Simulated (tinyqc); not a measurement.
RKS/LDA (VWN5) in the sto-3g basis, for H2, spin multiplicity 1, step by step. Computed by tinyqc, a small Python program that keeps every step (integrals from PySCF). Settings: charge = 0, multiplicity = 1, basis = sto-3g, energy threshold = 1e-09, iteration cap = 64, orthogonalisation = symmetric, start = highest core orbitals, DIIS depth = 3, method = RKS, functional = lda,vwn, grid = [30, 14]. Command: `OMP_NUM_THREADS=1 python tinyqc.py 30512 30513 out.jsonl` (the two numbers bound the seeds that draw the settings). One thread of a shared host (Intel(R) Xeon(R) Processor @ 2.60GHz), about 0.1 s of CPU time with the checks. Later iterations appear only in the table of the cycle.

## One-electron integrals

Geometry (angstrom):
```
atom        x        y        z
H     0.00000  0.00000  0.00000
H     0.00000  0.00000  0.91600
```

Basis sto-3g: exponents (1/bohr^2) and contraction coefficients of normalised primitives:
```
element  l (shell)  exponent  coefficient
H            s (1)   3.42525      0.15433
H            s (1)   0.62391      0.53533
H            s (1)   0.16886      0.44463
```

Overlap, kinetic and nuclear-attraction integrals over the contracted functions; the nuclear repulsion is the sum of Za Zb / Rab.

nuclear repulsion = 0.5777044 hartree

overlap S:
```
         1H 1s    2H 1s
1H 1s  1.00000  0.54725
2H 1s  0.54725  1.00000
```

kinetic energy T (hartree):
```
         1H 1s    2H 1s
1H 1s  0.76003  0.14548
2H 1s  0.14548  0.76003
```

nuclear attraction V (hartree):
```
          1H 1s     2H 1s
1H 1s  -1.77963  -0.91099
2H 1s  -0.91099  -1.77963
```

core Hamiltonian H = T + V (hartree):
```
          1H 1s     2H 1s
1H 1s  -1.01960  -0.76550
2H 1s  -0.76550  -1.01960
```

## Two-electron integrals

Functions are numbered as in S; the eight-fold symmetry (ij|kl) = (ji|kl) = (kl|ij) leaves the list below.

Two-electron integrals (ij|kl) in chemists' order, unique and non-zero (hartree):
```
(11|11) 0.77461   (21|11) 0.34982   (21|21) 0.19591   (22|11) 0.50624
(22|21) 0.34982   (22|22) 0.77461
```

## Orthogonalisation

S = U s U^T; symmetric (Loewdin) form X = U s^(-1/2) U^T, so that X^T S X = 1.

eigenvalues of S: 0.45275  1.54725

X:
```
          1H 1s     2H 1s
1H 1s   1.14506  -0.34112
2H 1s  -0.34112   1.14506
```

## Starting guess

The start is the highest orbitals of the core Hamiltonian (a deliberately bad start); D = 2 C_occ C_occ^T.

D at the start:
```
          1H 1s     2H 1s
1H 1s   2.20873  -2.20873
2H 1s  -2.20873   2.20873
```

## Iteration 1: exchange-correlation on the grid

Becke grid with 30 radial and 14 angular points per atom, points of zero weight dropped. rho = sum D_ij phi_i phi_j; V_xc,ij = sum w v_xc phi_i phi_j; v_xc is d(rho eps)/d rho.

The 12 grid points with the largest w rho, of 818 (bohr, atomic units):
```
x                y         z        w      rho    eps_xc      v_xc
-0.62173  -0.62173   2.35272  0.22349  0.06365  -0.34498  -0.45048
0.62173    0.62173   2.35272  0.22349  0.06365  -0.34498  -0.45048
0.62173   -0.62173   2.35272  0.22349  0.06365  -0.34498  -0.45048
-0.62173   0.62173   2.35272  0.22349  0.06365  -0.34498  -0.45048
-0.62173   0.62173  -0.62173  0.22349  0.06365  -0.34498  -0.45048
0.62173   -0.62173  -0.62173  0.22349  0.06365  -0.34498  -0.45048
0.62173    0.62173  -0.62173  0.22349  0.06365  -0.34498  -0.45048
-0.62173  -0.62173  -0.62173  0.22349  0.06365  -0.34498  -0.45048
0.00000    0.00000  -1.07687  0.19866  0.07137  -0.35727  -0.46664
0.00000    0.00000   2.80786  0.19866  0.07137  -0.35727  -0.46664
0.00000    0.00000   3.02675  0.32885  0.04271  -0.30542  -0.39847
0.00000    0.00000  -1.29576  0.32885  0.04271  -0.30542  -0.39847
```

electrons on the grid, sum of w rho = 1.99634

E_xc = sum of w rho eps_xc = -0.7522692 hartree

V_xc (hartree):
```
          1H 1s     2H 1s
1H 1s  -0.41473  -0.19202
2H 1s  -0.19202  -0.41473
```

## Iteration 1: building the Kohn-Sham matrix

J_ij = sum D_kl (ij|kl); F = H + J + V_xc; E = tr D H + tr D J / 2 + E_xc + E_nn.

Coulomb J (hartree):
```
         1H 1s    2H 1s
1H 1s  1.28371  0.67992
2H 1s  0.67992  1.28371
```

Kohn-Sham matrix F (hartree):
```
          1H 1s     2H 1s
1H 1s  -0.15062  -0.27760
2H 1s  -0.27760  -0.15062
```

total energy of this density = 0.0365810 hartree

## Iteration 1: diagonalisation and new density

Diagonalise F' = X^T F X, C = X C', fill 1 alpha and 1 beta electrons from the bottom; D = 2 C_occ C_occ^T. Each column has its largest component positive (the first on a tie).

F' = X^T F X (hartree):
```
          1         2
1   0.00186  -0.27862
2  -0.27862   0.00186
```

orbital energies (hartree): MO1 -0.27676, MO2 0.28048

coefficients C:
```
           MO1       MO2
1H 1s  0.56847   1.05089
2H 1s  0.56847  -1.05089
```

D after iteration 1:
```
         1H 1s    2H 1s
1H 1s  0.64631  0.64631
2H 1s  0.64631  0.64631
```

## Iteration 2: exchange-correlation on the grid

As before.

The 12 grid points with the largest w rho, of 818 (bohr, atomic units):
```
x                y        z        w      rho    eps_xc      v_xc
-0.62173  -0.62173  1.10926  0.17833  0.07484  -0.36251  -0.47354
0.62173    0.62173  1.10926  0.17833  0.07484  -0.36251  -0.47354
-0.62173   0.62173  1.10926  0.17833  0.07484  -0.36251  -0.47354
0.62173   -0.62173  1.10926  0.17833  0.07484  -0.36251  -0.47354
0.62173   -0.62173  0.62173  0.17833  0.07484  -0.36251  -0.47354
-0.62173  -0.62173  0.62173  0.17833  0.07484  -0.36251  -0.47354
0.62173    0.62173  0.62173  0.17833  0.07484  -0.36251  -0.47354
-0.62173   0.62173  0.62173  0.17833  0.07484  -0.36251  -0.47354
0.74811   -0.74811  0.98288  0.23741  0.05418  -0.32841  -0.42869
-0.74811   0.74811  0.98288  0.23741  0.05418  -0.32841  -0.42869
-0.74811  -0.74811  0.98288  0.23741  0.05418  -0.32841  -0.42869
0.74811    0.74811  0.98288  0.23741  0.05418  -0.32841  -0.42869
```

electrons on the grid, sum of w rho = 2.01423

E_xc = sum of w rho eps_xc = -0.6597216 hartree

V_xc (hartree):
```
          1H 1s     2H 1s
1H 1s  -0.43311  -0.23357
2H 1s  -0.23357  -0.43311
```

## Iteration 2: building the Kohn-Sham matrix

As before.

Coulomb J (hartree):
```
         1H 1s    2H 1s
1H 1s  1.28001  0.70542
2H 1s  0.70542  1.28001
```

Kohn-Sham matrix F (hartree):
```
          1H 1s     2H 1s
1H 1s  -0.17270  -0.29365
2H 1s  -0.29365  -0.17270
```

total energy of this density = -1.1062687 hartree

## Iteration 2: DIIS over 2 matrices

error matrix X^T (FDS - SDF) X:
```
         1        2
1  0.00000  0.00000
2  0.00000  0.00000
```

B (overlaps of the stored error matrices):
```
               1              2
1  0.0000000e+00  0.0000000e+00
2  0.0000000e+00  0.0000000e+00
```

Minimise |sum c_i e_i|^2 with sum c_i = 1: solve [B -1; -1 0][c; lambda] = [0; -1] with B_ij = tr e_i^T e_j, and take F = sum c_i F_i.

DIIS coefficients: 3.13396  -2.13396

extrapolated F (hartree):
```
          1H 1s     2H 1s
1H 1s  -0.10349  -0.24337
2H 1s  -0.24337  -0.10349
```

## Iteration 2: diagonalisation and new density

As before.

F' = X^T F X (hartree):
```
          1         2
1   0.04238  -0.26656
2  -0.26656   0.04238
```

orbital energies (hartree): MO1 -0.22418, MO2 0.30894

coefficients C:
```
           MO1       MO2
1H 1s  0.56847   1.05089
2H 1s  0.56847  -1.05089
```

D after iteration 2:
```
         1H 1s    2H 1s
1H 1s  0.64631  0.64631
2H 1s  0.64631  0.64631
```

## Iteration 3 (converged): orbitals

converged F (hartree):
```
          1H 1s     2H 1s
1H 1s  -0.17270  -0.29365
2H 1s  -0.29365  -0.17270
```

As before.

F' = X^T F X (hartree):
```
          1         2
1  -0.01713  -0.28427
2  -0.28427  -0.01713
```

orbital energies (hartree): MO1 -0.30141, MO2 0.26714

coefficients C:
```
           MO1       MO2
1H 1s  0.56847   1.05089
2H 1s  0.56847  -1.05089
```

D after iteration 3:
```
         1H 1s    2H 1s
1H 1s  0.64631  0.64631
2H 1s  0.64631  0.64631
```

## Convergence

Stop when the energy changes by less than 1e-09 hartree and every element of the error matrix X^T (F D S - S D F) X is below 9e-06.

Course of the cycle:
```
iteration  E (hartree)     change  largest element of the error matrix
1            0.0365810          -                             6.89e-16
2           -1.1062687  -1.14e+00                             8.69e-16
3           -1.1062687    0.00000                             5.38e-15
```

PySCF RKS in the same basis, fine grid = -1.1018425 hartree

Converged in 3 iterations. The coarse grid moves the energy by -4.43e-03 hartree.

## Populations, bond orders and dipole

Mulliken: Z minus the diagonal of D S on the atom; Loewdin: the same with S^(1/2) D S^(1/2); Mayer order: 2 sum_s sum (D(s) S)_ij (D(s) S)_ji over the two atoms.

Charges (e):
```
atom  Mulliken  Loewdin
1H           0        0
2H           0        0
```

Mayer bond orders:
```
pair    order
2-1   1.00000
```

dipole moment about the origin, x y z (debye): 0.00000  0.00000  0.00000
